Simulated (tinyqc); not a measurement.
# Inputs raised by 10 %, one at a time

Model: correction of a charged-defect supercell by a model charge and potential alignment (plane-averaged potentials). Computed by tinyqc, a small Python program. Command: `OMP_NUM_THREADS=1 python tinyqc.py 3112960 3112961 out.jsonl align sens`. One thread of a shared host (Intel(R) Xeon(R) Processor @ 2.30GHz), about 0.02 s of CPU time with the checks.

The "true" defect charge is (1 - x) q in a Gaussian of width sigma plus x q in one of width sigma_t, so the exact answer is known; the correction sees only a single model Gaussian of width sigma_m. A Gaussian of width s has the transform rho(G) = exp(-G^2 s^2/2), normalised to 1. A uniform background cancels q, so G = 0 is left out. Potentials are those felt by a unit positive charge. E_0 is the formation energy of the isolated defect, E_cell its value in the supercell, E_lat = E_iso - E_per of the model charge, C the true less the model potential far from the defect; the exact correction is E_0 - E_cell, and the error of a scheme is E_cell plus its correction less E_0.

Inputs (values chosen for the exercise, with screening close to that of 4H-SiC):
```
quantity                                     value      unit
defect charge q                                  2         e
dielectric constant eps                       9.61         -
edge of the cubic cell L                      9.37  angstrom
width sigma of the true defect charge         0.76  angstrom
width sigma_m of the model charge             0.57  angstrom
share x of the charge in a wide tail             0         -
width sigma_t of the tail                      1.5  angstrom
formation energy of the isolated defect E_0   5.12        eV
```

Constants: e^2/(4 pi eps_0) = 14.39964548 eV angstrom.

Method:
- Periodic energy E_per = (2 pi q^2/(eps L^3)) (e^2/(4 pi eps_0)) sum_(G != 0) rho(G)^2/G^2, G = (2 pi/L)(n1, n2, n3), |n_i| <= 16. Isolated energy: two Gaussians of charges q_a, q_b and widths a, b interact by q_a q_b (e^2/(4 pi eps_0 eps)) sqrt(2/pi)/sqrt(a^2 + b^2), and the self-energy is half the sum over pairs.
- Supercell value E_cell = E_0 + E_per - E_iso for the true charge.
- E_lat = E_iso - E_per for the model charge; point-charge value alpha q^2 e^2/(4 pi eps_0 eps 2 L) with alpha = 2.837297.
- Plane-averaged potential at distance z from the defect: V(z) = (4 pi q/(eps L^3)) (e^2/(4 pi eps_0 e)) sum_(m != 0) rho(G_m) cos(G_m z)/G_m^2, G_m = 2 pi m/L, |m| <= 40.
- C = difference at z = L/2; E_corr = E_cell + E_lat - q C. For charges that have died out at L/2, C = (2 pi q/(eps L^3)) (e^2/(4 pi eps_0 e)) (<s^2> - sigma_m^2), <s^2> = (1 - x) sigma^2 + x sigma_t^2.

Runs; columns: (1) input moved; (2) from; (3) to; (4) exact correction (eV); (5) E_lat (eV); (6) error without alignment (meV); (7) error with the point-charge term alone (meV):
```
(1)                                                (2)     (3)     (4)     (5)    (6)    (7)
base run                                             -       -  0.8810  0.8926  11.57  26.44
dielectric constant eps                           9.61  10.571  0.8009  0.8114  10.52  24.04
edge of the cubic cell L (angstrom)               9.37  10.307  0.8051  0.8138   8.69  19.87
width sigma of the true defect charge (angstrom)  0.76   0.836  0.8755  0.8926  17.12  31.99
width sigma_m of the model charge (angstrom)      0.57   0.627  0.8810  0.8895   8.44  26.44
width sigma_t of the tail (angstrom)               1.5    1.65  0.8810  0.8926  11.57  26.44
```

Exponents ln(y'/y) / ln(x'/x):
```
input                                  exact correction   E_lat  error without alignment  error with the point-charge term alone
dielectric constant eps                          -1.000  -1.000                   -1.000                                      -1
edge of the cubic cell L                         -0.945  -0.970                   -3.000                                      -3
width sigma of the true defect charge            -0.066   0.000                    4.113                                       2
width sigma_m of the model charge                 0.000  -0.037                   -3.302                                       0
width sigma_t of the tail                         0.000   0.000                    0.000                                       0
```

Among the inputs moved here: exact correction answers most in size to dielectric constant eps (exponent -1.000), next to edge of the cubic cell L (-0.945); its exponent is below 0.0005 for width sigma_m of the model charge, width sigma_t of the tail. Its exponent -1.000 in dielectric constant eps: all terms are screened alike. E_lat answers most in size to dielectric constant eps (exponent -1.000), next to edge of the cubic cell L (-0.970); its exponent is below 0.0005 for width sigma of the true defect charge, width sigma_t of the tail. Error without alignment answers most in size to width sigma of the true defect charge (exponent +4.113), next to width sigma_m of the model charge (-3.302); its exponent is below 0.0005 for width sigma_t of the tail. Error with the point-charge term alone answers most in size to edge of the cubic cell L (exponent -3.000), next to width sigma of the true defect charge (+2.000); its exponent is below 0.0005 for width sigma_m of the model charge, width sigma_t of the tail. Its exponent -3.000 in edge of the cubic cell L: the next term after the point charge.
